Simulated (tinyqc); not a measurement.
CMOS latch-up, two-transistor model: two steps of the calculation.

A parasitic pnp (emitter at Vdd, base shunted by Rw) and npn (emitter at ground, base shunted by Rs) feed each other: the npn collector current flows out of the pnp base node, the pnp collector current into the npn base node. Forward-active transistors with constant gains: Icn = Isn exp(Vn/Vt), Icp = Isp (exp(Vp/Vt) - 1). A current Ii is injected into the npn base node.

Parameters, values chosen for the exercise; values close to those of bulk CMOS: temperature T = 350 K; current gain of the npn bn = 23; current gain of the pnp bp = 1; saturation current of the npn at T Isn = 7.7e-13 A; saturation current of the pnp at T Isp = 4.4e-12 A; substrate resistance shunting the npn Rs = 360 ohm; well resistance shunting the pnp Rw = 1400 ohm; resistance from the pnp collector to the npn base R2 = 100 ohm; base-emitter voltage in the on state Von = 0.63 V; saturation voltage Vsat = 0.13 V; supply voltage Vdd = 3.3 V; current injected into the substrate Ii = 1.5 mA.

Constants: q = 1.602176634e-19 C, kB = 1.380649e-23 J/K, Vt = kB T/q. Results are converted to the units shown.

Question 1. Holding current and voltage. On state with both base-emitter voltages at Von: npn base current Ib = (Von/Rs + bp Von/Rw)/(bn bp - 1), holding current Ih = (bn + 1) Ib + Von/Rs, holding voltage Vh = Vsat + Von + R2 (Ib + Von/Rs).

Find: bn bp; Ib; Ih; Vh.

Answer 1.

bn bp = 23.000
Ib = 0.10000 mA
Ih = 4.1500 mA
Vh = 0.94500 V

Vh is below Vdd = 3.3 V, so the supply can sustain a latched state.

Question 2. Response to the injected current, once round the loop per iteration. Icn = Isn exp(Vn/Vt); Vp solves Vp/Rw + Icp/bp = Icn; Vn(new) solves Vn/Rs + (Isn/bn) exp(Vn/Vt) = Icp + Ii.

Vn at the start = 0.45 V

Find: Icn; Vp; Icp; Vn after iteration 1.

Answer 2.

Icn = 0.002324 mA
Vp = 0.003253 V
Icp = 5.012e-10 mA
Vn after iteration 1 = 0.5393 V

Numbers from tinyqc (`OMP_NUM_THREADS=1 python tinyqc.py 2670115 2670116 out.jsonl`; about 0.05 s on one thread of a shared Intel Xeon 2.30GHz).
